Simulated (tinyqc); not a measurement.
## Well width for a wanted wavelength

Question. The layer is x parts of the first compound and 1 - x of the second, grown coherently on the third as substrate and barrier. Rows of the table: lattice constant a, average valence level Ea on an absolute scale, spin-orbit splitting so, gaps at Gamma, X and L, hydrostatic deformation potentials av and ac (Gamma), shear potential b, elastic constants, electron and heavy-hole (along z) masses. All are interpolated linearly in x; gaps get -C x (1 - x), taken wholly in the conduction band; real line-ups can differ from this model by 0.1 eV or more. In-plane strain e = (a_substrate - a)/a, e_z = -2 (c12/c11) e, volume change 2 e + e_z. With v = 2 e + e_z and d = 2 b (e_z - e): Eav = Ea + av v; E_hh = Eav + so/3 - d/2; E_lh = Eav - so/6 + d/4 + sqrt(so^2 + so d + 9 d^2/4)/2; E_c = Ea + so/3 + EG + ac v (Gamma). Substrate: E_v = Ea + so/3, E_c = E_v + EG. Well depths: dEc = E_c(substrate) - E_c, dEhh = E_hh - E_v(substrate), dElh likewise; strained Gamma gap E_c - max(E_hh, E_lh); positive values confine carriers in the layer. Lowest level of a finite well of width Lw and depth V: kw Lw/2 = arctan(sqrt((mw/mb)(V - E)/E)), kw = sqrt(mw E/C), C = hbar^2/(2 m0), for electrons (dEc) and heavy holes (dEhh), mb from the substrate; transition E_c - E_hh + both levels, without exciton binding; wavelength h c/E. Find Lw and the two levels.

Values chosen for this exercise:
```
symbol  value  unit                                      meaning
x        0.77        fraction of the first compound in the layer
CG      0.477    eV                      bowing of the Gamma gap
CX        1.4    eV                          bowing of the X gap
CL       0.33    eV                          bowing of the L gap
```

Constants: q = 1.602176634e-19 C, hbar = 1.054571817e-34 J s, h = 6.62607015e-34 J s, m0 = 9.1093837015e-31 kg, c = 299792458 m/s, hbar^2/(2 m0) = 0.0380998212 eV nm^2. Results are converted to the units shown.

Binary compounds, values chosen for the exercise:
```
              close to InAs  close to GaAs  close to InP
a (angstrom)          6.058          5.653         5.869
Ea (eV)               -6.67          -6.92         -7.04
so (eV)               0.379          0.344          0.11
EG (eV)               0.349           1.44          1.33
EX (eV)                1.38           1.87          2.19
EL (eV)                1.07           1.72          1.93
av (eV)               0.989           1.15          1.27
ac (eV)               -5.15          -7.07          -5.1
b (eV)                -1.78          -1.68         -1.69
c11 (GPa)              83.2            120          99.6
c12 (GPa)              44.9           54.4          56.4
me (m0)              0.0229         0.0669        0.0795
mh (m0)               0.333          0.352          0.53
```

wavelength = 2057.6785 nm

Solution. Both levels fall steadily as the well widens, so the wavelength rises steadily and one width matches.

Lw = 12.40 nm
electron level = 34.93 meV
heavy-hole level = 5.966 meV

tinyqc, about 0.01 s, one thread, Intel Xeon 2.30GHz (shared host): `OMP_NUM_THREADS=1 python tinyqc.py 2690014 2690015 out.jsonl`
